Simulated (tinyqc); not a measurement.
Double-gate transistor, scale length and short-channel effects: effect of the body thickness.

A body of thickness ts between two insulators of thickness ti and two tied gates. Below threshold the potential that source and drain add obeys Laplace's equation and vanishes on the gate. Its lowest mode decays along the channel as exp(-k y); k is the smallest positive root of the matching condition at the interface, and the scale length is Lambda = pi/k.

k is the smallest positive root of f(k) = ei cos(k ti) cos(k ts/2) - eps_r sin(k ti) sin(k ts/2). Along the channel psi(y) = s + a exp(y/l) + b exp(-y/l) with psi(0) = Vbi, psi(L) = Vbi + Vds and l = 1/k = Lambda/pi; with A = Vbi - s, B = A + Vds, x = exp(-L/l): a = (B - A x) x/(1 - x^2), b = (A - B x)/(1 - x^2). The minimum is s + 2 sqrt(a b), at y = (l/2) ln(b/a). The long-channel potential follows the gate as s = sT + (Vg - VTL)/m, and the threshold VT is the gate voltage at which the minimum equals sT. Swing = m Vt ln 10/g at threshold, g = d(minimum)/ds = 1 - (b x + a)/((1 + x) sqrt(a b)). DIBL = [VT(0.05 V) - VT(Vds)]/(Vds - 0.05 V). sT and Vbi are held fixed; m = 1.

Parameters, values chosen for the exercise; permittivities: semiconductor made up, insulator close to that of silicon dioxide:

| symbol | value | unit | meaning |
|---|---|---|---|
| T | 250 | K | temperature |
| eps_r | 11.6 |  | relative permittivity of the semiconductor |
| ei | 3.74 |  | relative permittivity of the insulator |
| ti | 0.89 | nm | insulator thickness |
| L | 37 | nm | channel length |
| Vbi | 0.89 | V | potential of the source |
| sT | 0.7 | V | potential of the barrier top at threshold |
| Vds | 0.6 | V | drain voltage |

Constants: q = 1.602176634e-19 C, kB = 1.380649e-23 J/K, Vt = kB T/q. Results are converted to the units shown.

Result of one run:
```
ts (nm)  Lambda (nm)  L/Lambda  VT - VTL at Vds (mV)  DIBL (mV/V)  swing (mV/decade)
4.2           8.6262    4.2892              -0.92142      0.75248             49.754
```

What becomes of these results when the body thickness ts is changed from 4.2 to 5.3 nm, all else the same?

Result of the changed run:
```
ts (nm)  Lambda (nm)  L/Lambda  VT - VTL at Vds (mV)  DIBL (mV/V)  swing (mV/decade)
5.3           9.9216    3.7293               -2.2300       1.8230             49.966
```

The whole series:
```
ts (nm)  Lambda (nm)  L/Lambda  VT - VTL at Vds (mV)  DIBL (mV/V)  swing (mV/decade)
2.7           6.7244    5.5023              -0.13671      0.11157             49.627
3.4           7.6377    4.8444              -0.38457      0.31393             49.668
4.2           8.6262    4.2892              -0.92142      0.75248             49.754
5.3           9.9216    3.7293               -2.2300       1.8230             49.966
6.6           11.390    3.2485               -4.7845       3.9192             50.376
8.2           13.139    2.8161               -9.5777       7.8734             51.139
10            15.057    2.4573               -17.218       14.229             52.341
```

As ts goes from 2.7 to 10 nm, Lambda rises from 6.72 to 15.1 nm, DIBL rises from 0.112 to 14.2 mV/V and the swing rises from 49.6 to 52.3 mV a decade. On average Lambda goes as ts^(0.62). For ts = 2.7 to 3.4 nm the semiconductor is under 4 nm thick, where quantum confinement shifts the threshold.

Computed by the program tinyqc: `OMP_NUM_THREADS=1 python tinyqc.py 2420016 2420017 out.jsonl`, one thread of a shared Intel Xeon 2.30GHz, about 0.01 s for the whole run.
